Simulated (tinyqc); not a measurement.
Three-phonon processes in a diatomic chain: dispersion, energy and momentum conservation, and decay channels of optical phonons: one step, computed by the program tinyqc.

Cell length a, two atoms, one spring constant. x = q a/pi runs from -1 to 1; A and O are the acoustic and optical branches. Matrix elements are not computed: only conservation laws and occupation factors are followed.

Task: Dispersion. omega^2 = k (1/m + 1/M) -/+ k sqrt((1/m + 1/M)^2 - 4 sin^2(pi x/2)/(m M)); nu = 15.6333042 THz x sqrt(omega^2) for eV/(angstrom^2 u).

Inputs (values chosen for the exercise, for a model chain): light mass m = 12 u; heavy mass M = 30.2 u; spring constant k = 7.2 eV/angstrom^2.

Constants: nu for 1 eV/(angstrom^2 u) = 15.6333042 THz.

Give: the table «Branches» with the columns nu_A (THz), nu_O (THz), for x = 0.10, 0.20, 0.35, 0.50, 0.65, 0.80, 0.90, 1.00.

Result:

Branches:
```
x     nu_A (THz)  nu_O (THz)
0.10        1.43       20.19
0.20        2.85       20.04
0.35        4.92       19.64
0.50        6.86       19.04
0.65        8.60       18.33
0.80        9.98       17.61
0.90       10.58       17.26
1.00       10.80       17.13
```
